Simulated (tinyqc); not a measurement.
Which face: thin-body film or fin with hard walls, valleys of the Si type.

Six ellipsoidal valleys with their long axes along the cube axes, mass ml along the axis and mt across it. For a valley whose axis makes the angle theta with the surface normal, 1/m_z = cos^2(theta)/ml + sin^2(theta)/mt sets the confinement; in the plane the masses are m_1 = mt and m_2 = ml mt/m_z, and m_d = sqrt(m_1 m_2).

A film of thickness t between hard walls, flat band inside: E_n = c (n pi/t)^2/m_z above the bulk edge, c = hbar^2/2m0. Without degeneracy the sheet density is N2 exp((EF - Ec)/kB T) with N2 = sum_i g m_d/(2 pi c) kB T exp(-E_i/kB T) over n = 1 to 40 of each group; a classical film has t Nc with Nc = 2 g_all (m_dos kB T/(4 pi c))^(3/2), m_dos = (ml mt^2)^(1/3). The threshold shift is dVt = kB T ln(t Nc/N2).

Constants: hbar^2/2m0 = 3.80998211 eV angstrom^2; kB = 8.617333262e-05 eV/K.

Inputs chosen for the exercise (near those of Si; not measured data):
```
symbol  value  unit      meaning
ml      0.912  m0        longitudinal mass
mt      0.188  m0        transverse mass
T       350    K         temperature
t       36     angstrom  body thickness
g_all   6                number of valleys
```

The same thickness on four faces; m_1 and m_2 are the in-plane masses of the lowest group.

Results:
```
face   valleys of lowest     m_z  E1 (eV)  share (%)  dVt (mV)    m_1    m_2
(100)                  2  0.9120   0.0318       93.2      57.1  0.188  0.188
(110)                  4  0.3117   0.0931       92.2      82.2  0.188  0.550
(111)                  6  0.2557   0.1135      100.0      89.9  0.188  0.671
(211)                  2  0.3994   0.0727       73.7      79.7  0.188  0.429
```

The threshold shift is smallest on (100) (57.1 mV) and largest on (111) (89.9 mV). The lowest E1 belongs to (100), the same face: the heavy m_z outweighs the smaller number of valleys. Since m_z m_1 m_2 = ml mt^2 on every face, a heavy confinement mass comes with light masses in the plane.

(tinyqc, `OMP_NUM_THREADS=1 python tinyqc.py 1281962 1281963 out.jsonl`, Intel(R) Xeon(R) Processor @ 2.30GHz, 1 thread, shared host, about 0.01 s.)
